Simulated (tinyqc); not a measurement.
Worked calculation: thin-film optics by transfer matrices. Values are carried at full precision from step to step, so a last printed digit may differ when a step is redone from the rounded ones.

Indices N = n + i k. Snell: N0 sin(theta) = N_j sin(theta_j), with Im(N_j cos theta_j) >= 0. Admittance y_j = N_j cos theta_j for s and N_j/cos theta_j for p. Phase delta_j = 2 pi N_j cos theta_j d_j/lambda. Layer matrix [[cos delta, -i sin delta/y], [-i y sin delta, cos delta]], multiplied from the top down to M. (B, C) = M (1, y_sub); r = (y0 B - C)/(y0 B + C), R = |r|^2, T = 4 Re y0 Re y_sub/|y0 B + C|^2, absorbed in the films 1 - R - T.

Inputs chosen for the exercise (indices near those of resist, ARC on Si; shifted at random, so the results belong to these values and not to a real crystal): lam = 633 nm (vacuum wavelength); n0 = 1 (ambient index); n = (1.639, 1.654, 3.851) (n of resist, ARC, substrate); k = (0, 0.02, 0.02) (k in the same order); d = (98.6, 33.9) nm (thicknesses, top first); theta = 30 degrees (angle of incidence); pol = s (polarisation).

## Angles, admittances and phases

Form cos theta_j, y_j and delta_j.

cos theta_j: ambient 0.8660, film 1 0.9523, film 2 0.9532+0.0012i, substrate 0.9915+0.0001i

y_j: ambient 0.8660, film 1 1.5609, film 2 1.5766+0.0210i, substrate 3.8184+0.0202i

delta_j (rad): film 1 1.5276, film 2 0.5305+0.0071i

## Layer matrices and their product

Form each matrix and multiply from the top down.

matrix of film 1:
```
          1         2
1    0.0431  -0.6401i
2  -1.5594i    0.0431
```

matrix of film 2:
```
                1                2
1  0.8626-0.0036i  -0.0004-0.3209i
2  0.0202-0.7976i   0.8626-0.0036i
```

M:
```
                 1                2
1  -0.4733-0.0131i  -0.0023-0.5659i
2  -0.0047-1.3795i  -0.4633+0.0005i
```

Each matrix has determinant 1, and so has M.

## Reflection and transmission

Close the stack on the substrate.

B, C: -0.4707-2.1742i  -1.7736-1.3870i

r = -0.0879+0.3591i
R = 0.1367
T into the substrate = 0.8561
absorbed in the films = 0.0072

The bare substrate would reflect 0.3972.

## Ellipsometric angles

Ellipsometry: rho = tan(Psi) exp(i Delta) = -conj(r_p/r_s) with the r of the admittance formula, Delta in 0 to 360 degrees, so that a bare dielectric at small angles gives Delta = 180.

Repeat the steps for both polarisations.

r_s = -0.0879+0.3591i
r_p = 0.0019+0.3299i
Psi = 41.74 degrees
Delta = 194.08 degrees

## Checks

- R against the recursion of Airy sums from the substrate up: both 0.13668.

Computed by tinyqc, a small Python program: `OMP_NUM_THREADS=1 python tinyqc.py 1682097 1682098 out.jsonl` (the numbers bound the seed that draws the inputs); one thread of a shared host (Intel(R) Xeon(R) Processor @ 2.30GHz), about 0.01 s for the whole set of steps.
